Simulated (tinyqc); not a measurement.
# Composition from the perpendicular lattice constant

Problem. The layer is x parts of the first compound and 1 - x of the second, grown coherently on the second as substrate and barrier. Rows of the table: lattice constant a, average valence level Ea on an absolute scale, spin-orbit splitting so, gaps at Gamma, X and L, hydrostatic deformation potentials av and ac (Gamma), shear potential b, elastic constants, electron and heavy-hole (along z) masses. All are interpolated linearly in x; gaps get -C x (1 - x), taken wholly in the conduction band; real line-ups can differ from this model by 0.1 eV or more. In-plane strain e = (a_substrate - a)/a, e_z = -2 (c12/c11) e, volume change 2 e + e_z. X-ray diffraction gives a_z = a (1 + e_z) of the coherent layer. Find x, e and the relaxed Gamma gap.

Inputs (values chosen for the exercise):
```
symbol,value,unit,meaning
CG,0.37,eV,bowing of the Gamma gap
CX,0.055,eV,bowing of the X gap
CL,0,eV,bowing of the L gap
```

Binary compounds, values chosen for the exercise:
```
              close to AlAs  close to GaAs
a (angstrom)          5.661          5.653
Ea (eV)               -7.49          -6.92
so (eV)               0.283          0.342
EG (eV)                   3           1.42
EX (eV)                2.17            1.9
EL (eV)                2.36           1.69
av (eV)                2.51           1.16
ac (eV)               -5.57          -7.07
b (eV)                -1.48          -1.72
c11 (GPa)               124            119
c12 (GPa)                53             53
me (m0)               0.151         0.0669
mh (m0)               0.469          0.351
```

lattice constant along the growth direction = 5.65930104 angstrom

Solution. a_z changes steadily with x, about (1 + 2 c12/c11) times as fast as the relaxed lattice constant, so one composition matches.

x = 0.420
e = -0.0594 %
relaxed Gamma gap = 1.99 eV

tinyqc, about 0.01 s, one thread, Intel Xeon 2.30GHz (shared host): `OMP_NUM_THREADS=1 python tinyqc.py 2690103 2690104 out.jsonl`
